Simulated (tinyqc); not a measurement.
Sweep of a biaxial (001) stress: six-band Luttinger-Kohn model with strain.

Six-band Luttinger-Kohn model in the basis |3/2,3/2>, |3/2,1/2>, |3/2,-1/2>, |3/2,-3/2>, |1/2,1/2>, |1/2,-1/2>, electron energies, zero at the top of the unstrained valence band. H = -[rows: (P+Q, -S, R, 0, -S/r2, r2 R); (-S*, P-Q, 0, R, -r2 Q, r32 S); (R*, 0, P-Q, S, r32 S*, r2 Q); (0, R*, S*, P+Q, -r2 R*, -S*/r2); (-S*/r2, -r2 Q, r32 S, -r2 R, P+Dso, 0); (r2 R*, r32 S*, r2 Q, -S/r2, 0, P+Dso)], r2 = sqrt(2), r32 = sqrt(3/2). Levels are twofold.

P = c g1 k^2 - av tr(e); Q = c g2 (kx^2 + ky^2 - 2 kz^2) - (b/2)(exx + eyy - 2 ezz); R = c sqrt3 [-g2 (kx^2 - ky^2) + 2i g3 kx ky] + (sqrt3/2) b (exx - eyy) - i d exy; S = 2 c sqrt3 g3 (kx - i ky) kz - d (exz - i eyz); c = hbar^2/2m0, e the strain tensor (not engineering shear).

s11 = (C11 + C12)/((C11 - C12)(C11 + 2 C12)), s12 = -C12/((C11 - C12)(C11 + 2 C12)), s44 = 1/C44; exx = s11 sxx + s12 (syy + szz) and cyclic, exy = s44 sxy/2; tension is positive. A uniaxial stress X along the unit vector n is s_ij = X n_i n_j.

Constants: hbar^2/2m0 = 3.80998211 eV angstrom^2.

Parameters, chosen for this exercise (near those of InAs; shifted at random, so the results belong to these values and not to a real crystal): Dso = 0.396 eV (spin-orbit splitting); g1 = 20.1 (Luttinger gamma1); g2 = 8.5 (gamma2); g3 = 9.15 (gamma3); av = 1.03 eV (valence hydrostatic potential); b = -1.75 eV (tetragonal shear potential); d = -3.71 eV (trigonal shear potential); C11 = 85.2 GPa; C12 = 45.8 GPa; C44 = 40.6 GPa; load = biaxial (001) (kind of stress).

Edges at k = 0 and curvature masses of the top pair along [110] and [001] (step 0.0002 1/angstrom); at zero stress the top is fourfold and has no single curvature.

Edges and masses:

| X (GPa) | top (eV) | second (eV) | third (eV) | splitting (meV) | m [110] | m [001] |
|---|---|---|---|---|---|---|
| -2.10 | 0.0688 | -0.0683 | -0.4699 | 137.1 | 0.035 | 0.323 |
| -1.40 | 0.0459 | -0.0567 | -0.4341 | 102.6 | 0.035 | 0.323 |
| -0.70 | 0.0229 | -0.0340 | -0.4094 | 57.0 | 0.035 | 0.323 |
| 0.00 | 0.0000 | 0.0000 | -0.3960 | 0.0 | - | - |
| 0.70 | 0.0437 | -0.0229 | -0.3923 | 66.7 | 0.108 | 0.024 |
| 1.40 | 0.0948 | -0.0459 | -0.3960 | 140.7 | 0.132 | 0.022 |
| 2.10 | 0.1510 | -0.0688 | -0.4048 | 219.8 | 0.156 | 0.021 |

The splitting reaches 137.1 meV under compression and 219.8 meV under the same tension; linear shear terms alone would make the two equal, and the difference comes from the coupling to the split-off band. At the ends of the sweep the top pair has a mass along [110] of 0.035 under compression and 0.156 under tension, so compression gives the lighter holes along [110]; along [001] it has 0.323 and 0.021. The top edge itself moves by +69 and +151 meV. The ends of the sweep mean strains up to 2.8 %, beyond the range of linear deformation potentials.

tinyqc: `OMP_NUM_THREADS=1 python tinyqc.py 1080162 1080163 out.jsonl`; about 0.08 s, one thread, shared Intel(R) Xeon(R) Processor @ 2.30GHz.
